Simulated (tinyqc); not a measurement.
# Composition and strain of an epitaxial Si(1-x)Ge(x) layer from Raman and X-ray peaks, step by step

A worked calculation. Computed by tinyqc, a small Python program that keeps every step. Command: `OMP_NUM_THREADS=1 python tinyqc.py 3017706 3017707 out.jsonl epiraman walk`. One thread of a shared host (Intel(R) Xeon(R) Processor @ 2.30GHz), about 0.01 s of CPU time with the checks. Intermediate numbers are printed to about 6 digits and carried at full precision; extremes and crossings named in words are read from the listed rows.

A (001) layer, biaxially strained in the plane. The Raman peaks follow empirical lines omega = w0 + c1 x + c3 x^3 + b eps (c3 for Si-Ge alone), with eps the in-plane strain.

Inputs (values chosen for the exercise, modelled on silicon-germanium):

| quantity | value | unit |
|---|---|---|
| Ge fraction x | 0.44 | - |
| degree of relaxation R | 0 | - |
| lattice constant of Si | 5.431 | angstrom |
| lattice constant of Ge | 5.658 | angstrom |
| bowing B | 0.029 | angstrom |
| 2 C12/C11 of Si | 0.774 | - |
| 2 C12/C11 of Ge | 0.749 | - |
| Si-Si: w0 | 521 | 1/cm |
| Si-Si: c1 | -69 | 1/cm |
| Si-Si: strain coefficient b | -741 | 1/cm |
| Si-Ge: w0 | 400.1 | 1/cm |
| Si-Ge: c1 | 25.5 | 1/cm |
| Si-Ge: c3 | -31.6 | 1/cm |
| Si-Ge: strain coefficient b | -561 | 1/cm |
| Ge-Ge: w0 | 280.5 | 1/cm |
| Ge-Ge: c1 | 19 | 1/cm |
| Ge-Ge: strain coefficient b | -444 | 1/cm |
| uncertainty of a Raman peak | 0.05 | 1/cm |
| X-ray wavelength | 1.540598 | angstrom |

Substrate: silicon. Pair of peaks used: Si-Si and Si-Ge.

## Lattice constants and strain

Relaxed lattice constant a(x) = a_Si + (a_Ge - a_Si) x - B x (1 - x). In-plane constant a_par = a_sub + R (a(x) - a_sub); eps = a_par/a(x) - 1; eps_perp = -(2 C12/C11) eps with 2 C12/C11 linear in x; a_perp = a(x) (1 + eps_perp).

relaxed constant a(x) = 5.52373 angstrom

substrate constant a_sub = 5.431 angstrom

a_par = 5.431 angstrom

in-plane strain eps = -16.7884 per mille

strain along the normal = 12.8095 per mille

a_perp = 5.59449 angstrom

The layer is under compression in the plane and is stretched along the normal.

## Raman peaks

Insert x and eps in the three lines; the strain part is b eps.

Si-Si peak = 503.080 1/cm

Si-Ge peak = 418.046 1/cm

Ge-Ge peak = 296.314 1/cm

strain parts (1/cm): Si-Si 12.4402, Si-Ge 9.4183, Ge-Ge 7.4540

Read as unstrained, the Si-Si peak would give x = 0.260 in place of 0.44.

## X-ray (004) reflection

Bragg angle theta = arcsin(2 lambda/a) for (004), for the substrate with a_sub and the layer with a_perp; separation in arc seconds.

theta of the substrate = 34.5646 degree

theta of the layer = 33.4189 degree

separation, layer less substrate = -4124.66 arcsec

## Back from two peaks to composition and strain

Unknowns x and eps (per mille). Newton steps: J d = (measured - model), J = [d omega/dx, d omega/d eps] for the two peaks; start at x = 0.5, eps = 0; stop when |d| < 1e-9. The peaks are rounded to 0.001 per cm; R = (a(x)(1 + eps) - a_sub)/(a(x) - a_sub).

peaks used (1/cm): Si-Si 503.080, Si-Ge 418.046

Iterations:

| step | x | eps (per mille) | residual 1 (1/cm) | residual 2 (1/cm) |
|---|---|---|---|---|
| 0 | 0.500000 | 0.0000 | 16.58 | 9.14600e+00 |
| 1 | 0.436963 | -16.5053 | 0.00 | 1.80438e-01 |
| 2 | 0.439988 | -16.7870 | 0.00 | 3.80071e-04 |
| 3 | 0.439995 | -16.7876 | 0.00 | 1.70837e-09 |
| 4 | 0.439995 | -16.7876 | 0.00 | 0 |

recovered x = 0.439995

recovered eps = -16.7876 per mille

recovered R = 0

## Which pair of peaks is best

For each pair invert J = [d omega/dx, d omega/d eps] at the true x. Independent errors of the given size in both peaks give sigma_x and sigma_eps = uncertainty x (norm of the rows of the inverse of J).

Error propagation:

| pair | det J | sigma_x | sigma_eps (per mille) |
|---|---|---|---|
| Si-Si and Si-Ge | 44.0047 | 0.00105603 | 0.0788201 |
| Si-Si and Ge-Ge | 44.715 | 9.65938e-04 | 0.0800270 |
| Si-Ge and Ge-Ge | 7.48586 | 0.00477862 | 0.135587 |

The pair Si-Si and Ge-Ge fixes x best (sigma_x = 9.7e-4) and Si-Ge and Ge-Ge worst (0.0048), a factor 4.9. Strain moves all peaks the same way, so a good pair needs different ratios of composition slope to strain coefficient, best of opposite sign; the slopes here are -69, 7.1 and 19 per cm for Si-Si, Si-Ge and Ge-Ge. Errors in the coefficients themselves are not counted.

## Relaxation at fixed composition

(004) Bragg angle theta = arcsin(2 lambda/a), with a = a_perp for the layer and a_sub for the substrate; separation = layer less substrate. The apparent x is the one that a fully strained layer (R = 0) would need to give the same a_perp.

Signatures:

| R | eps (per mille) | Si-Si (1/cm) | Ge-Ge (1/cm) | a_perp (angstrom) | (004) separation (arcsec) | apparent x if R = 0 is assumed |
|---|---|---|---|---|---|---|
| 0.00 | -16.7884 | 503.080 | 296.314 | 5.59449 | -4124.66 | 0.440000 |
| 0.15 | -14.2701 | 501.214 | 295.196 | 5.58388 | -3865.85 | 0.412822 |
| 0.30 | -11.7518 | 499.348 | 294.078 | 5.57326 | -3605.85 | 0.385469 |
| 0.50 | -8.3942 | 496.860 | 292.587 | 5.55911 | -3257.29 | 0.348721 |
| 0.70 | -5.0365 | 494.372 | 291.096 | 5.54496 | -2906.55 | 0.311649 |
| 0.85 | -2.5183 | 492.506 | 289.978 | 5.53435 | -2642.06 | 0.283626 |
| 1.00 | 0.0000 | 490.640 | 288.860 | 5.52373 | -2376.32 | 0.255410 |

Full relaxation moves the Si-Si peak by -12.44 per cm and shrinks the X-ray separation to 58 % of its strained value, about 1/(1 + 2 C12/C11). A symmetric reflection alone cannot part x from R: a relaxed layer read as strained gives x = 0.255 in place of 0.44. An asymmetric reflection or a second peak is needed.

Checks made by the program: recovered composition (relative difference 1e-05).
